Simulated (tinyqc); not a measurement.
CISD on RHF in the 6-311g basis, for H2, spin multiplicity 1, step by step. One step of it, computed by the program tinyqc.

Task: Iteration 6 (converged): orbitals. Diagonalise F' = X^T F X, C = X C', fill 1 alpha and 1 beta electrons from the bottom; D = 2 C_occ C_occ^T. Each column has its largest component positive (the first on a tie).

converged F (hartree), lower triangle:
```
           1H 1s      1H 2s      1H 3s      2H 1s      2H 2s      2H 3s
1H 1s   0.671863
1H 2s  -0.362024  -0.293524
1H 3s  -0.423637  -0.357865  -0.259664
2H 1s  -0.372459  -0.413347  -0.378734   0.671863
2H 2s  -0.413347  -0.430293  -0.378299  -0.362024  -0.293524
2H 3s  -0.378734  -0.378299  -0.283884  -0.423637  -0.357865  -0.259664
```

X, lower triangle:
```
           1H 1s      1H 2s      1H 3s      2H 1s      2H 2s     2H 3s
1H 1s   1.376421
1H 2s  -0.754728   2.221991
1H 3s   0.213527  -1.065023   2.385716
2H 1s   0.044776  -0.005098  -0.042079   1.376421
2H 2s  -0.005098  -0.410194   0.280851  -0.754728   2.221991
2H 3s  -0.042079   0.280851  -1.195762   0.213527  -1.065023  2.385716
```

Give: F' = X^T F X; orbital energies; coefficients C; D after iteration 6.

Result:

F' = X^T F X (hartree), lower triangle:
```
         1        2        3        4        5       6
1   1.7179
2  -1.1775   0.9367
3   0.0074  -0.3811   0.1806
4  -0.0716  -0.1890  -0.1274   1.7179
5  -0.1890  -0.2036  -0.0317  -1.1775   0.9367
6  -0.1274  -0.0317  -0.1315   0.0074  -0.3811  0.1806
```

orbital energies (hartree): MO1 -0.5352, MO2 0.1296, MO3 0.3249, MO4 0.5625, MO5 2.5498, MO6 2.6386

coefficients C:
```
          MO1      MO2      MO3      MO4      MO5      MO6
1H 1s  0.1640   0.1013  -0.0455  -0.0974  -1.0865  -1.1333
1H 2s  0.3065   0.0627  -0.8094  -1.3808   1.6554   1.2200
1H 3s  0.1616   1.6188   0.8836   1.8985  -1.0616  -0.4725
2H 1s  0.1640  -0.1013  -0.0455   0.0974   1.0865  -1.1333
2H 2s  0.3065  -0.0627  -0.8094   1.3808  -1.6554   1.2200
2H 3s  0.1616  -1.6188   0.8836  -1.8985   1.0616  -0.4725
```

D after iteration 6, lower triangle:
```
        1H 1s   1H 2s   1H 3s   2H 1s   2H 2s   2H 3s
1H 1s  0.0538
1H 2s  0.1005  0.1879
1H 3s  0.0530  0.0991  0.0523
2H 1s  0.0538  0.1005  0.0530  0.0538
2H 2s  0.1005  0.1879  0.0991  0.1005  0.1879
2H 3s  0.0530  0.0991  0.0523  0.0530  0.0991  0.0523
```
